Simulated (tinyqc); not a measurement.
Precursor delivery by bubblers, mass-transport growth and the solid composition of a III-V alloy: one step, computed by the program tinyqc. Command: `OMP_NUM_THREADS=1 python tinyqc.py 3026381 3026382 out.jsonl movpe_thermo walk`. One thread of a shared host (Intel(R) Xeon(R) Processor @ 2.30GHz), about 0.02 s of CPU time with the checks.

1 sccm = 44.615 micromol/min; 1 torr = 133.322 Pa. The sources decompose fully at the surface.

Problem. Solid composition. At high V/III the group-V pressures at the surface equal those supplied, as dimers: p_D2/p_C2 = x_v/(1 - x_v). Equilibrium of the solid AC(1-x)D(x), A standing for the mix of both group-III metals: ln[x/(1 - x)] + L0 (1 - 2x)/(R T) = -dG_x/(R T) + (1/2) ln[x_v/(1 - x_v)]. Growth rate = rate per torr x (p_1 + p_2). Sensitivity dx/dx_v = [1/(2 x_v (1 - x_v))]/[1/(x (1 - x)) - 2 L0/(R T)].

Inputs (values chosen for the exercise, modelled on trimethylgallium (source 1) and trimethylindium (source 2) for the vapour pressures):
```
quantity                                                value    unit
bath temperature T1                                       268       K
bath temperature T2                                       293       K
growth temperature T                                      870       K
interaction L0 of the solid                              5.17  kJ/mol
vapour fraction x_v of D among the group-V sources       0.63       -
exchange energy dG_x of AC + (1/2) D2 -> AD + (1/2) C2    5.7  kJ/mol
```

Alloy: mixing on the group-V sites.

growth rate per torr of group III = 203.4540 micrometre/(h torr)

p_1 = 0.004396369 torr

p_2 = 0.001680701 torr

Constants: R = 8.314462618 J/(mol K).

Give: solid fraction x; distribution coefficient x/x_v; dx/dx_v; growth rate.

Solution.

solid fraction x = 0.31205

distribution coefficient x/x_v = 0.49532

dx/dx_v = 0.66434

growth rate = 1.2364 micrometre/h

The solid is poorer in D than the vapour. The growth rate is set by group III alone.
